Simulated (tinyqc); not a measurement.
From largest remaining step back to Preston coefficient K: chemical-mechanical planarisation: Preston law, pattern density and step-height reduction. Computed by tinyqc, a small Python program. Command: `OMP_NUM_THREADS=1 python tinyqc.py 3014519 3014520 out.jsonl cmp inv`. One thread of a shared host (Intel(R) Xeon(R) Processor @ 2.30GHz), about 0.04 s of CPU time with the checks.

A row of 12 cells, repeated periodically, holds raised features that cover a share rho of each cell.

Inputs (values chosen for the exercise, close to those used for oxide polishing):

| quantity | value | unit |
|---|---|---|
| pressure P | 41 | kPa |
| platen and carrier speed | 80 | rpm |
| distance between the centres | 19 | cm |
| initial step height h0 | 460 | nm |
| contact height h_c | 130 | nm |
| film above the raised areas z0 | 1000 | nm |
| cell size | 2.2 | mm |
| planarisation length | 2.2 | mm |
| polish time t | 39 | s |

local pattern densities, cell by cell: 0.4  0.3  0.9  0.25  0.2  0.9  0.6  0.5  0.4  0.2  0.25  0.3

Method:
- With equal rotation speeds the relative speed is uniform, v = omega r_c; Preston rate R0 = K P v.
- The stiff pad averages the density: rho_eff(i) = sum_j w_ij rho_j / sum_j w_ij, w = exp(-2 d^2/L^2), L the planarisation length and d the distance between cell centres, summed over all periodic images of cell j.
- While h > h_c only raised areas polish, at R0/rho_eff, until t_c = rho_eff (h0 - h_c)/R0. After that h = h_c exp(-(t - t_c)/tau), tau = rho_eff h_c/R0; low areas polish at R0 (1 - h/h_c) and raised areas at R0 [1 + (1 - rho_eff) h/(rho_eff h_c)]. Removed from raised areas after t_c: h0 - h_c + R0 (t - t_c) + (1 - rho_eff)(h_c - h); from low areas: R0 (t - t_c) - rho_eff (h_c - h). Film left = z0 less the removal from raised areas.

Question. A run gave the result below. Find the Preston coefficient K, known to lie between 1.2e-13 and 2.3e-13 1/Pa.

largest remaining step = 22.51194 nm

Answer.

Each step takes the trial c = (a f_b - b f_a)/(f_b - f_a), f being the result less the target and a, b, c the logarithms of the listed values; c replaces end b, the old b replaces a if the sign of f changed, and otherwise f_a is halved.

Scan of the range:

| Preston coefficient K (1/Pa) | largest remaining step (nm) |
|---|---|
| 1.20e-13 | 85.1427 |
| 1.34e-13 | 60.2679 |
| 1.49e-13 | 41.6205 |
| 1.66e-13 | 27.3584 |
| 1.85e-13 | 17.1173 |
| 2.06e-13 | 10.1940 |
| 2.30e-13 | 5.6376 |

False position (Illinois rule, in the logarithm of the input) inside the bracket:

| step | end a | end b | trial | largest remaining step (nm) |
|---|---|---|---|---|
| 1 | 1.66000e-13 | 1.85000e-13 | 1.74735e-13 | 22.0527 |
| 2 | 1.66000e-13 | 1.74735e-13 | 1.73313e-13 | 22.8403 |
| 3 | 1.74735e-13 | 1.73313e-13 | 1.73905e-13 | 22.5094 |
| 4 | 1.73313e-13 | 1.73905e-13 | 1.73900e-13 | 22.5119 |
| 5 | 1.73313e-13 | 1.73900e-13 | 1.73900e-13 | 22.5120 |
| 6 | 1.73900e-13 | 1.73900e-13 | 1.73900e-13 | 22.5119 |

Largest remaining step falls at every point of a 13-point scan of the range (every second point is shown), so one value fits; it is bracketed by 1.66e-13 and 1.85e-13. Answer: Preston coefficient K = 1.739e-13 1/Pa.
